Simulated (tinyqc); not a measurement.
# Access strength from the read disturbance

Question. Transistor (EKV form, voltages against the body): I = 2 n b Vt^2 [F(vp - Vs) - F(vp - Vd)] from drain to source, F(v) = ln^2(1 + exp(v/(2 Vt))), vp = (Vg - VT + sg |Vd - Vs|)/n. n-channel bodies are at 0; for the p-channel device all voltages are counted down from Vdd. b in uA/V^2 gives I in uA. In an SRAM read the low node Q obeys In(gate QB, drain Q) = Ip(gate QB, drain Q) + Ia, where the access transistor (threshold VTn) has its gate and drain at Vdd and its source at Q. Find Ia, ba and the cell ratio bn/ba.

Parameters, values chosen for the exercise:

| symbol | value | unit | meaning |
|---|---|---|---|
| T | 400 | K | temperature |
| Vdd | 1 | V | supply voltage |
| n | 1.1 |  | slope factor |
| sg | 0.1 |  | drain-induced barrier lowering |
| VTn | 0.42 | V | n-channel threshold |
| VTp | 0.41 | V | p-channel threshold (magnitude) |
| bn | 620 | uA/V^2 | gain factor of the pull-down transistor |
| bp | 160 | uA/V^2 | gain factor of the pull-up transistor |

Constants: q = 1.602176634e-19 C, kB = 1.380649e-23 J/K, Vt = kB T/q. Results are converted to the units shown.

Q and QB in the read (V): [0.12297128, 0.99988811]

Answer. The node equation gives Ia, which is proportional to ba.

Ia = 39.96 uA
ba = 310.0 uA/V^2
cell ratio = 2.000

Program tinyqc, `OMP_NUM_THREADS=1 python tinyqc.py 2340152 2340153 out.jsonl`; Intel Xeon 2.30GHz, shared host, one thread, about 0.2 s.
